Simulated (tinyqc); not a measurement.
## Gate voltage for a given inversion charge

Question. p-type body, charge-sheet picture, depletion and inversion only, full ionisation (an idealisation for deep acceptors), Boltzmann statistics (rough once Na exp(x - xn) passes about Nc/7). In units of Vt: xg = (Vg - Vfb)/Vt, x = psi/Vt, G = gamma/sqrt(Vt), xn = (2 phiF + Vc)/Vt. The implicit equation is (xg - x)^2 = G^2 [x - 1 + exp(x - xn)] for x above about 3. Cox = eps0 eox/tox. ni = sqrt(Nc Nv) exp(-Eg/(2 Vt)), Eg in volts; phiF = Vt ln(Na/ni); gamma = sqrt(2 q eps0 eps_r Na)/Cox. N_inv = (Cox Vt G/q) [sqrt(x - 1 + exp(x - xn)) - sqrt(x - 1)]. Find x - xn, psi and Vg.

Inputs (values chosen for the exercise); band and dielectric values close to those of silicon:
```
symbol    value   unit                                                                 meaning
T           300      K                                                             temperature
Eg         1.12     eV                                                                band gap
eps_r      11.6                                                          relative permittivity
Nc      2.76e19  cm^-3                                  conduction-band density of states at T
Nv      2.66e19  cm^-3                                     valence-band density of states at T
eox         3.9         relative permittivity of the gate insulator (close to silicon dioxide)
tox         1.4     nm                                                     insulator thickness
Na       9.2e16  cm^-3                                                        acceptor density
Vfb       -0.56      V                                                       flat-band voltage
Vc            0      V                                                    channel-body voltage
```

Constants: q = 1.602176634e-19 C, kB = 1.380649e-23 J/K, Vt = kB T/q, eps0 = 8.8541878128e-14 F/cm where lengths are in cm. Results are converted to the units shown.

N_inv = 2.5e10 cm^-2

Answer. N_inv rises steadily with x, so it fixes x; the implicit equation then gives xg directly.

x - xn = 0.486
psi = 0.839 V
Vg = 0.344 V

Computed by the program tinyqc: `OMP_NUM_THREADS=1 python tinyqc.py 2122070 2122071 out.jsonl`, one thread of a shared Intel Xeon 2.30GHz, about 0.01 s for the whole run.
